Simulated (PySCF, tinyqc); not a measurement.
Inside a calculation. Method: FCI on RHF in the 6-311g basis, for H2, spin multiplicity 1. The lowest restricted solution is unstable here: a spin-polarised one lies 0.0000 hartree lower (PySCF). One step of it, computed by the program tinyqc.

Task: Integrals over molecular orbitals. (pq|rs) = sum C_ip C_jq C_kr C_ls (ij|kl), one index at a time.

coefficients C:
```
            MO1        MO2        MO3        MO4        MO5        MO6
1H 1s  0.147416   0.119974  -0.045326  -0.098182  -1.099153  -1.112857
1H 2s  0.301894   0.130657  -0.902000  -1.185388   1.583615   1.191632
1H 3s  0.200922   1.206906   0.917869   1.720824  -0.970875  -0.454426
2H 1s  0.147416  -0.119974  -0.045326   0.098182   1.099153  -1.112857
2H 2s  0.301894  -0.130657  -0.902000   1.185388  -1.583615   1.191632
2H 3s  0.200922  -1.206906   0.917869  -1.720824   0.970875  -0.454426
```

core Hamiltonian H = T + V (hartree), lower triangle:
```
           1H 1s      1H 2s      1H 3s      2H 1s      2H 2s      2H 3s
1H 1s  -0.248834
1H 2s  -0.823859  -0.859892
1H 3s  -0.573790  -0.734080  -0.734469
2H 1s  -0.145085  -0.337614  -0.378035  -0.248834
2H 2s  -0.337614  -0.522894  -0.557418  -0.823859  -0.859892
2H 3s  -0.378035  -0.557418  -0.625009  -0.573790  -0.734080  -0.734469
```

Two-electron integrals (ij|kl) in chemists' order, unique and non-zero (hartree):
```
(11|11) 1.393035   (21|11) 0.822971   (21|21) 0.509703   (22|11) 0.822904
(22|21) 0.543028   (22|22) 0.644106   (31|11) 0.411256   (31|21) 0.257757
(31|22) 0.279868   (31|31) 0.130794   (32|11) 0.543681   (32|21) 0.365771
(32|22) 0.452669   (32|31) 0.189803   (32|32) 0.325140   (33|11) 0.494021
(33|21) 0.340115   (33|22) 0.445993   (33|31) 0.178035   (33|32) 0.331779
(33|33) 0.361682   (41|11) 0.032548   (41|21) 0.021695   (41|22) 0.025931
(41|31) 0.011206   (41|32) 0.018193   (41|33) 0.017805   (41|41) 0.001862
(42|11) 0.103833   (42|21) 0.072301   (42|22) 0.095924   (42|31) 0.037966
(42|32) 0.071052   (42|33) 0.075542   (42|41) 0.007060   (42|42) 0.035459
(43|11) 0.109502   (43|21) 0.076789   (43|22) 0.104491   (43|31) 0.040457
(43|32) 0.078819   (43|33) 0.086700   (43|41) 0.007443   (43|42) 0.040970
(43|43) 0.049420   (44|11) 0.441948   (44|21) 0.311764   (44|22) 0.433214
(44|31) 0.164726   (44|32) 0.330996   (44|33) 0.370727   (44|41) 0.032548
(44|42) 0.202106   (44|43) 0.250542   (44|44) 1.393035   (51|11) 0.202106
(51|21) 0.127351   (51|22) 0.139417   (51|31) 0.064720   (51|32) 0.094821
(51|33) 0.089259   (51|41) 0.007060   (51|42) 0.024040   (51|43) 0.025285
(51|44) 0.103833   (51|51) 0.035459   (52|11) 0.290480   (52|21) 0.196392
(52|22) 0.245386   (52|31) 0.102078   (52|32) 0.176986   (52|33) 0.181606
(52|41) 0.013714   (52|42) 0.058518   (52|43) 0.065745   (52|44) 0.290480
(52|51) 0.058518   (52|52) 0.121590   (53|11) 0.265252   (53|21) 0.183079
(53|22) 0.241110   (53|31) 0.095913   (53|32) 0.179545   (53|33) 0.195424
(53|41) 0.013524   (53|42) 0.065072   (53|43) 0.077134   (53|44) 0.351639
(53|51) 0.055265   (53|52) 0.128043   (53|53) 0.146191   (54|11) 0.311764
(54|21) 0.219502   (54|22) 0.302974   (54|31) 0.115865   (54|32) 0.230831
(54|33) 0.258468   (54|41) 0.021695   (54|42) 0.127351   (54|43) 0.157350
(54|44) 0.822971   (54|51) 0.072301   (54|52) 0.196392   (54|53) 0.237353
(54|54) 0.509703   (55|11) 0.433214   (55|21) 0.302974   (55|22) 0.412093
(55|31) 0.159516   (55|32) 0.312577   (55|33) 0.350976   (55|41) 0.025931
(55|42) 0.139417   (55|43) 0.171419   (55|44) 0.822904   (55|51) 0.095924
(55|52) 0.245386   (55|53) 0.296014   (55|54) 0.543028   (55|55) 0.644106
(61|11) 0.250542   (61|21) 0.157350   (61|22) 0.171419   (61|31) 0.079892
(61|32) 0.116399   (61|33) 0.109358   (61|41) 0.007443   (61|42) 0.025285
(61|43) 0.026831   (61|44) 0.109502   (61|51) 0.040970   (61|52) 0.065745
(61|53) 0.061921   (61|54) 0.076789   (61|55) 0.104491   (61|61) 0.049420
(62|11) 0.351639   (62|21) 0.237353   (62|22) 0.296014   (62|31) 0.123313
(62|32) 0.213526   (62|33) 0.219480   (62|41) 0.013524   (62|42) 0.055265
(62|43) 0.061921   (62|44) 0.265252   (62|51) 0.065072   (62|52) 0.128043
(62|53) 0.132917   (62|54) 0.183079   (62|55) 0.241110   (62|61) 0.077134
(62|62) 0.146191   (63|11) 0.350934   (63|21) 0.242533   (63|22) 0.321371
(63|31) 0.127147   (63|32) 0.240757   (63|33) 0.266367   (63|41) 0.014794
(63|42) 0.067727   (63|43) 0.079844   (63|44) 0.350934   (63|51) 0.067727
(63|52) 0.148986   (63|53) 0.168344   (63|54) 0.242533   (63|55) 0.321371
(63|61) 0.079844   (63|62) 0.168344   (63|63) 0.213807   (64|11) 0.164726
(64|21) 0.115865   (64|22) 0.159516   (64|31) 0.061134   (64|32) 0.121422
(64|33) 0.135975   (64|41) 0.011206   (64|42) 0.064720   (64|43) 0.079892
(64|44) 0.411256   (64|51) 0.037966   (64|52) 0.102078   (64|53) 0.123313
(64|54) 0.257757   (64|55) 0.279868   (64|61) 0.040457   (64|62) 0.095913
(64|63) 0.127147   (64|64) 0.130794   (65|11) 0.330996   (65|21) 0.230831
(65|22) 0.312577   (65|31) 0.121422   (65|32) 0.237029   (65|33) 0.267457
(65|41) 0.018193   (65|42) 0.094821   (65|43) 0.116399   (65|44) 0.543681
(65|51) 0.071052   (65|52) 0.176986   (65|53) 0.213526   (65|54) 0.365771
(65|55) 0.452669   (65|61) 0.078819   (65|62) 0.179545   (65|63) 0.240757
(65|64) 0.189803   (65|65) 0.325140   (66|11) 0.370727   (66|21) 0.258468
(66|22) 0.350976   (66|31) 0.135975   (66|32) 0.267457   (66|33) 0.307166
(66|41) 0.017805   (66|42) 0.089259   (66|43) 0.109358   (66|44) 0.494021
(66|51) 0.075542   (66|52) 0.181606   (66|53) 0.219480   (66|54) 0.340115
(66|55) 0.445993   (66|61) 0.086700   (66|62) 0.195424   (66|63) 0.266367
(66|64) 0.178035   (66|65) 0.331779   (66|66) 0.361682
```

Give: one-electron integrals over orbitals h = C^T H C; Two-electron integrals over orbitals.

Result:

one-electron integrals over orbitals h = C^T H C (hartree), lower triangle:
```
        1       2       3       4      5      6
1  -1.012
2   0.000  -0.589
3   0.110   0.000  -0.297
4   0.000   0.195   0.000  -0.250
5   0.000   0.034   0.000  -0.174  1.489
6   0.044   0.000  -0.118   0.000  0.000  1.569
```

Two-electron integrals over orbitals (pq|rs), unique and non-zero (hartree):
```
(11|11) 0.523       (21|21) 0.094       (22|11) 0.384       (22|22) 0.336
(31|11) -0.110      (31|22) -0.051      (31|31) 0.052       (32|21) -8.42e-04
(32|32) 0.025       (33|11) 0.347       (33|22) 0.288       (33|31) -0.041
(33|33) 0.280       (41|21) -0.078      (41|32) 0.022       (41|41) 0.084
(42|11) -0.136      (42|22) -0.073      (42|31) 0.053       (42|33) -0.055
(42|42) 0.071       (43|21) 0.067       (43|32) 0.005       (43|41) -0.052
(43|43) 0.055       (44|11) 0.417       (44|22) 0.338       (44|31) -0.075
(44|33) 0.298       (44|42) -0.094      (44|44) 0.360       (51|21) -0.028
(51|32) 0.023       (51|41) 0.045       (51|43) -0.026      (51|51) 0.062
(52|11) -0.031      (52|22) -2.49e-03   (52|31) 0.026       (52|33) -0.009
(52|42) 0.021       (52|44) -0.026      (52|52) 0.036       (53|21) 0.037
(53|32) -0.015      (53|41) -0.044      (53|43) 0.025       (53|51) -0.037
(53|53) 0.030       (54|11) 0.109       (54|22) 0.052       (54|31) -0.052
(54|33) 0.046       (54|42) -0.057      (54|44) 0.080       (54|52) -0.044
(54|54) 0.075       (55|11) 0.546       (55|22) 0.404       (55|31) -0.130
(55|33) 0.353       (55|42) -0.160      (55|44) 0.452       (55|52) -0.071
(55|54) 0.167       (55|55) 0.667       (61|11) -0.044      (61|22) -0.024
(61|31) 0.031       (61|33) -0.015      (61|42) 0.034       (61|44) -0.046
(61|52) 0.041       (61|54) -0.058      (61|55) -0.113      (61|61) 0.064
(62|21) -0.025      (62|32) 0.014       (62|41) 0.035       (62|43) -0.023
(62|51) 0.043       (62|53) -0.026      (62|62) 0.032       (63|11) 0.075
(63|22) 0.044       (63|31) -0.032      (63|33) 0.030       (63|42) -0.039
(63|44) 0.059       (63|52) -0.023      (63|54) 0.046       (63|55) 0.115
(63|61) -0.038      (63|63) 0.032       (64|21) 0.047       (64|32) -0.024
(64|41) -0.060      (64|43) 0.034       (64|51) -0.059      (64|53) 0.042
(64|62) -0.044      (64|64) 0.067       (65|21) 0.138       (65|32) -0.029
(65|41) -0.141      (65|43) 0.102       (65|51) -0.109      (65|53) 0.090
(65|62) -0.083      (65|64) 0.130       (65|65) 0.308       (66|11) 0.567
(66|22) 0.407       (66|31) -0.138      (66|33) 0.362       (66|42) -0.169
(66|44) 0.461       (66|52) -0.078      (66|54) 0.177       (66|55) 0.685
(66|61) -0.114      (66|63) 0.118       (66|66) 0.714
```
